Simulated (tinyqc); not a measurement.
From results back to parameters: propagation of a band-gap error through k.p and effective-mass formulas. Five cases, with inputs chosen for the exercise.

Problem. A calculation returned the electron mass below. With 1/me = 1 + Ep (E + 2 Dso/3)/(E (E + Dso)) and the given Ep and Dso, which gap E did it have, and by what factor is exp(-E/2kT) off against the gap Eg?

Constants: kB = 8.617333262e-05 eV/K.
Find: X = 1/me - 1; E; log10 of the factor.
Method. X E^2 + (X Dso - Ep) E - (2/3) Ep Dso = 0 has one positive root; the factor is exp((Eg - E)/2kT).

Case 1.

Values chosen (reference values near those of CdTe, gap at low temperature; shifted at random, so the results belong to these values and not to a real crystal): Eg = 1.575 eV (gap at Gamma to the s-like level); Dso = 0.927 eV (spin-orbit splitting); Ep = 19.1 eV (Kane energy); T = 300 K (temperature).

me = 0.1702254 m0

Solution.

X = 1/me - 1 = 4.875
E = 3.654 eV
log10 of the factor = -17.46

Case 2.

Values chosen (reference values near those of GaSb, gap at low temperature; shifted at random, so the results belong to these values and not to a real crystal): Eg = 0.803 eV (gap at Gamma to the s-like level); Dso = 0.746 eV (spin-orbit splitting); Ep = 26.6 eV (Kane energy); T = 400 K (temperature).

me = 0.0549702 m0

Solution.

X = 1/me - 1 = 17.192
E = 1.365 eV
log10 of the factor = -3.54

Case 3.

Values chosen (reference values near those of GaAs, gap at low temperature; shifted at random, so the results belong to these values and not to a real crystal): Eg = 1.514 eV (gap at Gamma to the s-like level); Dso = 0.343 eV (spin-orbit splitting); Ep = 25.4 eV (Kane energy); T = 77 K (temperature).

me = 0.0333234 m0

Solution.

X = 1/me - 1 = 29.009
E = 0.787 eV
log10 of the factor = 23.79

Case 4.

Values chosen (reference values near those of InP, gap at low temperature; shifted at random, so the results belong to these values and not to a real crystal): Eg = 1.443 eV (gap at Gamma to the s-like level); Dso = 0.108 eV (spin-orbit splitting); Ep = 20.5 eV (Kane energy); T = 400 K (temperature).

me = 0.0610591 m0

Solution.

X = 1/me - 1 = 15.378
E = 1.299 eV
log10 of the factor = 0.91

Case 5.

Values chosen (reference values near those of InAs, gap at low temperature; shifted at random, so the results belong to these values and not to a real crystal): Eg = 0.423 eV (gap at Gamma to the s-like level); Dso = 0.39 eV (spin-orbit splitting); Ep = 21.1 eV (Kane energy); T = 300 K (temperature).

me = 0.0212573 m0

Solution.

X = 1/me - 1 = 46.043
E = 0.381 eV
log10 of the factor = 0.35

Computed by tinyqc, one run a case: `OMP_NUM_THREADS=1 python tinyqc.py N N+1 out.jsonl` with N = 1880042, 1880044, 1880046, 1880049, 1880067; one thread of a shared Intel(R) Xeon(R) Processor @ 2.30GHz, about 0.01 s a run at most.
